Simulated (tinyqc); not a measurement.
Worked calculation: propagation of a band-gap error through k.p and effective-mass formulas. Values are carried at full precision from step to step, so a last printed digit may differ when a step is redone from the rounded ones.

Chain, for a gap E (the reference Eg or another value), with Ep and Dso kept: 1/me = 1 + Ep (E + 2 Dso/3)/(E (E + Dso)); g* = 2 - 2 Ep Dso/(3 E (E + Dso)); g1(E) = g1 + (Ep/3)(1/E - 1/Eg), g2(E) = g2 + (Ep/6)(1/E - 1/Eg), light hole 1/(g1 + 2 g2), heavy hole 1/(g1 - 2 g2) along [100]; optical constant ei(E) = 1 + (ei - 1)(EP/(EP + E - Eg))^2, static e0(E) = ei(E) + e0 - ei.

Constants: Ry = 13.60569312 eV; a0 (Bohr radius) = 0.5291772105 angstrom; kB = 8.617333262e-05 eV/K; hbar^2/2m0 = 3.80998211 eV angstrom^2.

Inputs chosen for the exercise (reference values near those of InAs, gap at low temperature; the results hold for these values, not for the real material): Eg = 0.416 eV (gap at Gamma to the s-like level); Dso = 0.391 eV (spin-orbit splitting); Ep = 21.9 eV (Kane energy); g1 = 20.01 (Luttinger gamma1); g2 = 8.47 (gamma2); e0 = 15.2 (static dielectric constant); ei = 12.1 (optical dielectric constant); EP = 4.46 eV (mean (Penn) gap); Eg2 = 0.245 eV (a wrong gap); mh = 0.62 m0 (density-of-states mass of the holes); T = 300 K (temperature); k = 0.022 1/angstrom (wave vector).

## Masses, g factor and screening for both gaps

Evaluate the chain at Eg and at Eg2.

Band values at the two gaps:
```
quantity       at Eg    at Eg2   ratio
me          0.022152  0.013875  0.6264
g*           -15.004   -34.636       -
g1            20.010    32.258  1.6121
g2            8.4700    14.594  1.7230
light hole  0.027064  0.016275  0.6013
heavy hole   0.32573   0.32573  1.0000
ei            12.100    13.003  1.0746
e0            15.200    16.103  1.0594
```

The gap is off by a factor of 0.59; the electron mass follows with 0.63 and the light hole with 0.60, while the heavy hole, which does not couple to the conduction level, keeps its value. The optical constant changes less, by +7 %, as it answers to the mean gap, which shifts by the same -0.17 eV on a base of 4.46 eV. g* moves by -19.63; remote bands, left out here, shift it by tenths or, where it is large, by some per cent.

## Binding energies and densities for both gaps

Donor: R = Ry me/e0^2, a_B = a0 e0/me, Mott density (0.26/a_B)^3. Nc, Nv = 2 (m kT/(4 pi c))^(3/2), c = hbar^2/2m0, ni = sqrt(Nc Nv) exp(-E/2kT). Exciton: Ry mu/e0^2 with 1/mu = 1/me + g1(E). 1 angstrom^-3 = 1e24 cm^-3.

Use the values of the table.

Results:
```
quantity                  at Eg     at Eg2  ratio
R (meV)                   1.305     0.7281  0.558
a_B (angstrom)            363.1      614.1   1.69
Mott density (cm^-3)  3.671e+14  7.589e+13  0.207
Nc (cm^-3)            8.274e+16  4.101e+16  0.496
ni (cm^-3)            3.226e+14  6.204e+15   19.2
exciton (meV)            0.9039     0.5029  0.556
```

Power laws carry the error on: the donor energy (me/e0^2) by a factor of 0.558, the Mott density (cube of me/e0) by 0.207. ni, with its exponential, changes by a factor of 19.2, that is 1.3 decades.

## A scissor shift and what it does not mend

A rigid shift D = Eg - Eg2 of the conduction band restores the gap but leaves the curvature, so the mass stays me(Eg2); redoing the sum 1/m = 1 + Ep (E + 2 Dso/3)/(E (E + Dso)) with E = Eg and the same Ep gives another mass. For optics, eps2 at the edge goes as |p|^2/E^2: a rigid shift keeps the dipole elements p/E, while shifting the energies under unchanged p scales eps2 by (Eg2/Eg)^2.

shift D = 0.171 eV
mass under a rigid shift = 0.0139 m0
mass from the sum with the corrected gap = 0.0222 m0
factor on eps2 if p is left unscaled = 0.347

The rigid shift leaves the mass off by a factor of 0.63. The mass from the corrected gap is the reference me(Eg) here, because the exercise keeps Ep fixed; a real correction of the gap depends on k and changes Ep as well.

## Far from the edge the relative error shrinks

Two-level dispersion E(k) = sqrt(E^2/4 + Ep c k^2) - E/2 at k/4, k, 4k for both gaps, c = hbar^2/2m0.

Energies above the edge:
```
k (1/angstrom)  at Eg (eV)  at Eg2 (eV)  ratio
0.00550             0.0060       0.0099  1.655
0.02200             0.0812       0.1129  1.389
0.08800             0.6223       0.6906  1.110
```

The ratio tends to Eg/Eg2 = 1.70 at k = 0 and goes from 1.655 to 1.110: at large k both curves approach the same slope sqrt(Ep c), while their distance in eV grows towards |Eg - Eg2|/2.

## Checks

- Chain at E = Eg against the inputs g1, g2, ei, e0: they agree to 1e-10 or better.

Program tinyqc; command `OMP_NUM_THREADS=1 python tinyqc.py 1850710 1850711 out.jsonl`; about 0.01 s on one thread of a shared Intel(R) Xeon(R) Processor @ 2.30GHz.
